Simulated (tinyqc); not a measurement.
From results back to parameters: five-level k.p model folded onto the conduction band. Five cases, with inputs chosen for the exercise.

Problem. The levels are known; the mass and the g factor at E = Eg are given. Find Ep and Ep2.

Second-order sums for the lowest conduction level at E: 1/m = 1 + Cm + (Ep/3)(2/E + 1/(E + Dso)) - (Ep2/3)(2/(E7 + D2 - E) + 1/(E7 - E)); g/2 = 1 + Cg - (Ep/3)(1/E - 1/(E + Dso)) - (Ep2/3)(1/(E7 - E) - 1/(E7 + D2 - E)). E is counted from the top of the valence band; E = Eg at the edge.

Find: coefficients of (Ep, Ep2); right-hand sides 1/m - 1 - Cm and 1 + Cg - g/2; Ep, Ep2.

Method. Both sums are linear in Ep and Ep2, so two equations fix them.

Case 1.

Values chosen (near those of InP; shifted at random, so the results belong to these values and not to a real crystal):
- Eg = 1.422 eV (gap at Gamma to the s-like level)
- Dso = 0.104 eV (spin-orbit splitting)
- E7 = 4.71 eV (upper Gamma7 conduction level, from the valence top)
- D2 = 0.07 eV (its spin-orbit splitting, Gamma8 above Gamma7)
- Cm = -1.1 (remote term in 1/m)
- Cg = -0.02 (remote term in g/2)

m = 0.07849808 m0
g = 1.254078

Solution.

coefficients of (Ep, Ep2) (1/eV):
```
         1         2
1  0.68726  -0.29991
2  0.01598   0.00211
```

right-hand sides 1/m - 1 - Cm and 1 + Cg - g/2: 12.8392  0.3530

Ep, Ep2 (eV): 21.30  6.00

Case 2.

Values chosen (near those of ZnSe; shifted at random, so the results belong to these values and not to a real crystal):
- Eg = 2.79 eV (gap at Gamma to the s-like level)
- Dso = 0.411 eV (spin-orbit splitting)
- E7 = 7.44 eV (upper Gamma7 conduction level, from the valence top)
- D2 = 0.09 eV (its spin-orbit splitting, Gamma8 above Gamma7)
- Cm = -3.1 (remote term in 1/m)
- Cg = -0.02 (remote term in g/2)

m = 0.16725563 m0
g = 1.200635

Solution.

coefficients of (Ep, Ep2) (1/eV):
```
         1         2
1  0.34308  -0.21233
2  0.01534   0.00136
```

right-hand sides 1/m - 1 - Cm and 1 + Cg - g/2: 8.0789  0.3797

Ep, Ep2 (eV): 24.60  1.70

Case 3.

Values chosen (near those of InP; shifted at random, so the results belong to these values and not to a real crystal):
- Eg = 1.434 eV (gap at Gamma to the s-like level)
- Dso = 0.109 eV (spin-orbit splitting)
- E7 = 4.78 eV (upper Gamma7 conduction level, from the valence top)
- D2 = 0.06 eV (its spin-orbit splitting, Gamma8 above Gamma7)
- Cm = -0.7 (remote term in 1/m)
- Cg = 0 (remote term in g/2)

m = 0.07934871 m0
g = 1.294789

Solution.

coefficients of (Ep, Ep2) (1/eV):
```
         1         2
1  0.68093  -0.29535
2  0.01642   0.00175
```

right-hand sides 1/m - 1 - Cm and 1 + Cg - g/2: 12.3026  0.3526

Ep, Ep2 (eV): 20.80  6.30

Case 4.

Values chosen (near those of GaAs; shifted at random, so the results belong to these values and not to a real crystal):
- Eg = 1.539 eV (gap at Gamma to the s-like level)
- Dso = 0.341 eV (spin-orbit splitting)
- E7 = 4.6 eV (upper Gamma7 conduction level, from the valence top)
- D2 = 0.18 eV (its spin-orbit splitting, Gamma8 above Gamma7)
- Cm = -0.3 (remote term in 1/m)
- Cg = 0 (remote term in g/2)

m = 0.06634841 m0
g = -0.049545

Solution.

coefficients of (Ep, Ep2) (1/eV):
```
         1         2
1  0.61049  -0.31459
2  0.03929   0.00605
```

right-hand sides 1/m - 1 - Cm and 1 + Cg - g/2: 14.3720  1.0248

Ep, Ep2 (eV): 25.50  3.80

Case 5.

Values chosen (near those of CdTe; shifted at random, so the results belong to these values and not to a real crystal):
- Eg = 1.617 eV (gap at Gamma to the s-like level)
- Dso = 0.909 eV (spin-orbit splitting)
- E7 = 5.38 eV (upper Gamma7 conduction level, from the valence top)
- D2 = 0.31 eV (its spin-orbit splitting, Gamma8 above Gamma7)
- Cm = -0.4 (remote term in 1/m)
- Cg = -0.02 (remote term in g/2)

m = 0.09612611 m0
g = -0.852171

Solution.

coefficients of (Ep, Ep2) (1/eV):
```
         1         2
1  0.54425  -0.25226
2  0.07418   0.00674
```

right-hand sides 1/m - 1 - Cm and 1 + Cg - g/2: 9.8030  1.4061

Ep, Ep2 (eV): 18.80  1.70

Computed by tinyqc, one run a case: `OMP_NUM_THREADS=1 python tinyqc.py N N+1 out.jsonl` with N = 1050132, 1050149, 1050180, 1050182, 1050184; one thread of a shared Intel(R) Xeon(R) Processor @ 2.30GHz, about 0.01 s a run at most.
